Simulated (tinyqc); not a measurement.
RHF in the 6-31g basis, for H4, spin multiplicity 1, step by step. One step of it, computed by the program tinyqc.

Problem. Iteration 2: diagonalisation and new density. Diagonalise F' = X^T F X, C = X C', fill 2 alpha and 2 beta electrons from the bottom; D = 2 C_occ C_occ^T. Each column has its largest component positive (the first on a tie).

Fock matrix F (hartree):
```
           1H 1s      1H 2s      2H 1s      2H 2s      3H 1s      3H 2s      4H 1s      4H 2s
1H 1s   0.088350  -0.428220  -0.418358  -0.413748  -0.017543  -0.114665   0.016659  -0.001925
1H 2s  -0.428220  -0.309594  -0.426556  -0.367399  -0.079831  -0.163870  -0.001925  -0.038119
2H 1s  -0.418358  -0.426556   0.057383  -0.460654  -0.171380  -0.249072  -0.017543  -0.079831
2H 2s  -0.413748  -0.367399  -0.460654  -0.382122  -0.249072  -0.270631  -0.114665  -0.163870
3H 1s  -0.017543  -0.079831  -0.171380  -0.249072   0.057383  -0.460654  -0.418358  -0.426556
3H 2s  -0.114665  -0.163870  -0.249072  -0.270631  -0.460654  -0.382122  -0.413748  -0.367399
4H 1s   0.016659  -0.001925  -0.017543  -0.114665  -0.418358  -0.413748   0.088350  -0.428220
4H 2s  -0.001925  -0.038119  -0.079831  -0.163870  -0.426556  -0.367399  -0.428220  -0.309594
```

X:
```
           1H 1s      1H 2s      2H 1s      2H 2s      3H 1s      3H 2s      4H 1s      4H 2s
1H 1s   1.258651  -0.488823  -0.048609  -0.001936  -0.012031   0.071285  -0.003997  -0.027452
1H 2s  -0.488823   1.839051   0.093514  -1.055971  -0.009262   0.411264  -0.027452  -0.139528
2H 1s  -0.048609   0.093514   1.281880  -0.624314   0.012137   0.094712  -0.012031  -0.009262
2H 2s  -0.001936  -1.055971  -0.624314   2.593727   0.094712  -1.228344   0.071285   0.411264
3H 1s  -0.012031  -0.009262   0.012137   0.094712   1.281880  -0.624314  -0.048609   0.093514
3H 2s   0.071285   0.411264   0.094712  -1.228344  -0.624314   2.593727  -0.001936  -1.055971
4H 1s  -0.003997  -0.027452  -0.012031   0.071285  -0.048609  -0.001936   1.258651  -0.488823
4H 2s  -0.027452  -0.139528  -0.009262   0.411264   0.093514  -1.055971  -0.488823   1.839051
```

Give: F' = X^T F X; orbital energies; coefficients C; D after iteration 2.

Solution.

F' = X^T F X (hartree):
```
         1        2        3        4        5        6        7        8
1   0.6158  -0.5647  -0.2791  -0.1692   0.0103   0.0690  -0.0028  -0.0108
2  -0.5647   0.2598  -0.0956  -0.2288   0.0187  -0.0281  -0.0108   0.0290
3  -0.2791  -0.0956   0.6158  -0.6393  -0.0432  -0.0518   0.0103   0.0187
4  -0.1692  -0.2288  -0.6393   0.4233  -0.0518  -0.2299   0.0690  -0.0281
5   0.0103   0.0187  -0.0432  -0.0518   0.6158  -0.6393  -0.2791  -0.0956
6   0.0690  -0.0281  -0.0518  -0.2299  -0.6393   0.4233  -0.1692  -0.2288
7  -0.0028  -0.0108   0.0103   0.0690  -0.2791  -0.1692   0.6158  -0.5647
8  -0.0108   0.0290   0.0187  -0.0281  -0.0956  -0.2288  -0.5647   0.2598
```

orbital energies (hartree): MO1 -0.6000, MO2 -0.4685, MO3 0.1178, MO4 0.3376, MO5 0.8942, MO6 1.0298, MO7 1.2559, MO8 1.2626

coefficients C:
```
          MO1      MO2      MO3      MO4      MO5      MO6      MO7      MO8
1H 1s  0.1780   0.2300   0.1620  -0.0082   0.6564   0.8936  -0.6601   0.2356
1H 2s  0.1703   0.2516   0.8129  -1.2955  -0.5471  -0.5834   0.8942  -1.0312
2H 1s  0.2237   0.1864  -0.1286   0.2027   0.5675   0.1644   0.7709  -0.9837
2H 2s  0.2257   0.3178  -0.6093   1.7644  -0.3559  -0.4816  -0.8566   2.2794
3H 1s  0.2237  -0.1864  -0.1286  -0.2027   0.5675  -0.1644   0.7709   0.9837
3H 2s  0.2257  -0.3178  -0.6093  -1.7644  -0.3559   0.4816  -0.8566  -2.2794
4H 1s  0.1780  -0.2300   0.1620   0.0082   0.6564  -0.8936  -0.6601  -0.2356
4H 2s  0.1703  -0.2516   0.8129   1.2955  -0.5471   0.5834   0.8942   1.0312
```

D after iteration 2:
```
         1H 1s    1H 2s    2H 1s    2H 2s    3H 1s    3H 2s    4H 1s    4H 2s
1H 1s   0.1691   0.1763   0.1654   0.2265  -0.0061  -0.0658  -0.0424  -0.0551
1H 2s   0.1763   0.1846   0.1700   0.2367  -0.0176  -0.0830  -0.0551  -0.0686
2H 1s   0.1654   0.1700   0.1696   0.2194   0.0306  -0.0175  -0.0061  -0.0176
2H 2s   0.2265   0.2367   0.2194   0.3038  -0.0175  -0.1001  -0.0658  -0.0830
3H 1s  -0.0061  -0.0176   0.0306  -0.0175   0.1696   0.2194   0.1654   0.1700
3H 2s  -0.0658  -0.0830  -0.0175  -0.1001   0.2194   0.3038   0.2265   0.2367
4H 1s  -0.0424  -0.0551  -0.0061  -0.0658   0.1654   0.2265   0.1691   0.1763
4H 2s  -0.0551  -0.0686  -0.0176  -0.0830   0.1700   0.2367   0.1763   0.1846
```
